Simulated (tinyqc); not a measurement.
Changing the temperature T: non-radiative capture by multiphonon emission, one effective mode. Computed by tinyqc, a small Python program. Command: `OMP_NUM_THREADS=1 python tinyqc.py 3018302 3018303 out.jsonl capture sweep`. One thread of a shared host (Intel(R) Xeon(R) Processor @ 2.30GHz), about 0.04 s of CPU time with the checks.

The initial state (free carrier plus empty centre) lies dE above the final state; both have the same frequency and are displaced by dQ.

Inputs (values chosen for the exercise, with mass, screening and phonons like those of GaAs):
```
quantity                    value                   unit
energy released dE          0.148                     eV
phonon energy hbar omega     29.8                    meV
Huang-Rhys factor S          1.13                      -
electron-phonon coupling W  0.023  eV/(u^(1/2) angstrom)
cell volume V                2390             angstrom^3
degeneracy g                    1                      -
broadening b                   25                    meV
carrier mass m               0.53                    m_0
dielectric constant eps      13.2                      -
defect density N_t          2e+16                  cm^-3
```

Centre: attractive.

Constants: hbar^2/u = 4.18015928e-03 eV angstrom^2; k_B = 8.617333262e-05 eV/K; hbar = 6.582119569e-16 eV s; Ry = 13.605693123 eV; k_B = 1.380649e-23 J/K; m_0 = 9.1093837015e-31 kg.

Method:
- dQ = sqrt(2 S (hbar^2/u)/hbar omega); relaxation energy lambda = S hbar omega; phonons needed P = dE/hbar omega; classical barrier E_b = (dE - lambda)^2/(4 lambda); occupation n = 1/(exp(hbar omega/k_B T) - 1).
- Huang-Rhys weight for a net emission of p phonons: L_p = exp(-S (2n + 1)) ((n + 1)/n)^(p/2) I_p(2 S sqrt(n (n + 1))), I_p the modified Bessel function.
- M_p = sum_m w_m <m_i|Q|(m + p)_f>^2 with Q counted from the final minimum and Boltzmann weights w_m for m = 0..24; <m_i|Q|k_f> = sqrt((hbar^2/u)/(2 hbar omega)) [sqrt(k) <m|k-1> + sqrt(k+1) <m|k+1>], with overlaps of oscillators displaced by d = sqrt(2 S) summed on 1500 points from -16 to 16 + d.
- The delta function is a Gaussian of standard deviation b at dE - p hbar omega.
- C_0 = V (2 pi/hbar) g W^2 sum_p M_p Gaussian_p. The sum runs over the seven p from round(P) - 3 to round(P) + 3; 1 angstrom^3 = 1e-24 cm^3.
- Sommerfeld factor of an attractive centre: s(k) = 2 pi nu/(1 - exp(-2 pi nu)), nu = sqrt(Ry*/E), Ry* = Ry m/eps^2, averaged over (2/sqrt(pi)) sqrt(x) exp(-x) dx with x = E/k_B T = t^2 (trapezoid, t to 6 in steps of 0.01).
- C = s C_0; v = sqrt(3 k_B T/m); sigma = C/v; tau = 1/(C N_t).

One run for each value:
```
temperature T (K)  capture coefficient C (cm^3/s)  C_0 (cm^3/s)  Sommerfeld factor s  cross-section sigma (cm^2)
60                                     1.4373e-07    7.1657e-09               20.058                  2.0033e-14
83                                     1.2563e-07    7.3665e-09               17.055                  1.4888e-14
120                                    1.1456e-07    8.0758e-09               14.185                  1.1291e-14
160                                    1.1390e-07    9.2696e-09               12.287                  9.7216e-15
220                                    1.2166e-07    1.1604e-08               10.484                  8.8552e-15
310                                    1.3958e-07    1.5786e-08                8.842                  8.5589e-15
430                                    1.6394e-07    2.1790e-08                7.524                  8.5358e-15
600                                    1.9102e-07    2.9872e-08                6.395                  8.4193e-15
```

What does the table show, and why?

Over the rows, capture coefficient C (cm^3/s) goes from 1.44e-7 through a minimum among these rows, 1.14e-7 at 160, to 1.91e-7; C_0 (cm^3/s) rises from 7.17e-9 to 2.99e-8 (exponent d ln y / d ln x 0.085 between the first rows and 0.95 between the last); Sommerfeld factor s falls from 20.1 to 6.39 (exponent d ln y / d ln x about -0.50 throughout). The exponent of Sommerfeld factor s stays between -0.50 and -0.49, near -0.50: the attractive limit s = 4 sqrt(pi Ry*/k_B T). The classical barrier (dE - S hbar omega)^2/(4 S hbar omega) is 0.097 eV and hbar omega/k_B is 346 K; well below that temperature C_0 is the tunnelling rate from the lowest level.

Caution (rows 60.0, 83.0, 120, 160, 220, 310): the largest term is not the one nearest energy conservation, so C_0 depends strongly on the broadening b.

Extremes, crossings and ranges named in words are read from the listed rows.
